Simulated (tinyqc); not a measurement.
Worked calculation: plane-wave Kohn-Sham cycle with exchange-only LDA in a layered model solid. One step of it, computed by the program tinyqc.

Question. Iteration 1: potential. V_H(G) = 4 pi rho(G)/G^2 for G != 0 (uniform background); v_x = -(3 rho/pi)^(1/3); V = V_ext + V_H + v_x; Fourier components f(G_m) = (1/N) sum_j f(x_j) exp(-i G_m x_j).

A solid whose potential varies along x alone (atomic units):
```
parameter                      value
period a                   16.100000
cross-section of the cell  31.000000
electrons per cell                 2
grid points                       16
plane waves -n..n, n               2
k points                           3
V1 in V1 cos(2 pi x/a)     -0.170000
V2 in V2 cos(4 pi x/a)     -0.020000
```

density at the start, on the grid x_j = j a/N (e/bohr^3): 0.00400721  0.00400721  0.00400721  0.00400721  0.00400721  0.00400721  0.00400721  0.00400721  0.00400721  0.00400721  0.00400721  0.00400721  0.00400721  0.00400721  0.00400721  0.00400721

Give: Potentials on the grid; V(G_m), m = 0, 1, 2, ....

Answer.

Potentials on the grid (hartree):
```
x          V_ext     V_H      v_x        V
0.0000   -0.1900  0.0000  -0.1564  -0.3464
1.0063   -0.1712  0.0000  -0.1564  -0.3276
2.0125   -0.1202  0.0000  -0.1564  -0.2766
3.0187   -0.0509  0.0000  -0.1564  -0.2073
4.0250    0.0200  0.0000  -0.1564  -0.1364
5.0312    0.0792  0.0000  -0.1564  -0.0772
6.0375    0.1202  0.0000  -0.1564  -0.0362
7.0438    0.1429  0.0000  -0.1564  -0.0135
8.0500    0.1500  0.0000  -0.1564  -0.0064
9.0563    0.1429  0.0000  -0.1564  -0.0135
10.0625   0.1202  0.0000  -0.1564  -0.0362
11.0687   0.0792  0.0000  -0.1564  -0.0772
12.0750   0.0200  0.0000  -0.1564  -0.1364
13.0813  -0.0509  0.0000  -0.1564  -0.2073
14.0875  -0.1202  0.0000  -0.1564  -0.2766
15.0938  -0.1712  0.0000  -0.1564  -0.3276
```

V(G_m), m = 0, 1, 2, ... (hartree): -0.1564  -0.0850  -0.0100  0.0000  0.0000
